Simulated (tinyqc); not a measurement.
# Metal gate on a two-layer dielectric stack with fixed charge and a dipole: flat band against the thickness t1

Gate, layer 2, layer 1, p-type semiconductor; x runs from the gate inwards. Charges are counted in units of +q. psi is the band bending at the surface, positive towards inversion. Classical charge, Boltzmann statistics, no interface traps.

EOT = 3.9 (t1/e1 + t2/e2), Cox = eps0/(t1/e1 + t2/e2); phi_ms = pM - (chi + Eg - Vt ln(Nv/Na)). Vfb = phi_ms + Vd - (q/eps0) [Q1 (t1/e1 + t2/e2) + Q2 t2/e2 + r1 (t1^2/(2 e1) + t1 t2/e2) + r2 t2^2/(2 e2)]: each charge counts with its electrical distance from the gate. ni = sqrt(Nc Nv) exp(-Eg/(2 Vt)), Eg in volts, pB = Vt ln(Na/ni), Vth = Vfb + 2 pB + sqrt(4 q eps0 eps_r Na pB)/Cox.

Values chosen for this exercise; band and dielectric values close to those of silicon, layer 1 close to silicon dioxide, layer 2 close to hafnium oxide: temperature T = 250 K; band gap Eg = 1.12 eV; relative permittivity eps_r = 11.6; conduction-band density of states at T Nc = 2.14e19 cm^-3; valence-band density of states at T Nv = 1.98e19 cm^-3; electron affinity chi = 3.97 eV; acceptor density Na = 9.2e16 cm^-3; work function of the gate metal pM = 4.81 eV; relative permittivity of layer 1 e1 = 3.87; thickness of layer 2, next to the gate t2 = 4.5 nm; relative permittivity of layer 2 e2 = 22.2; fixed charge at the semiconductor interface Q1 = 6.3e10 cm^-2; fixed charge between the layers Q2 = 1.6e11 cm^-2; uniform charge density in layer 1 r1 = 0 cm^-3; uniform charge density in layer 2 r2 = 8.7e17 cm^-3; flat-band shift by a dipole layer between the layers Vd = 0.24 V.

Constants: q = 1.602176634e-19 C, kB = 1.380649e-23 J/K, Vt = kB T/q, eps0 = 8.8541878128e-14 F/cm where lengths are in cm. Results are converted to the units shown.

Flat band against the thickness t1:

| t1 (nm) | EOT (nm) | Vfb (V) | Vth (V) |
|---|---|---|---|
| 0.5 | 1.294 | 0.05889 | 1.007 |
| 1 | 1.798 | 0.05742 | 1.030 |
| 1.5 | 2.302 | 0.05595 | 1.052 |
| 2 | 2.806 | 0.05447 | 1.075 |
| 2.5 | 3.310 | 0.05300 | 1.097 |
| 3 | 3.814 | 0.05153 | 1.119 |
| 3.5 | 4.318 | 0.05005 | 1.142 |
| 4 | 4.822 | 0.04858 | 1.164 |

Read the table: what changes, and by how much?

Vfb falls from 0.0589 to 0.0486 V and Vth rises from 1.01 to 1.16 V. The slope dVfb/dEOT is -2.92 mV/nm between the first two rows and -2.92 between the last two: a straight line, set by the charge below the growing layer, which reads as 6.30e10 cm^-2. A line through the end rows meets EOT = 0 at 0.0627 V, against phi_ms + Vd = 0.0757 V; an effective work function read from it is off by 227 mV from pM.

Numbers from tinyqc (`OMP_NUM_THREADS=1 python tinyqc.py 2010078 2010079 out.jsonl`; about 0.01 s on one thread of a shared Intel Xeon 2.30GHz).
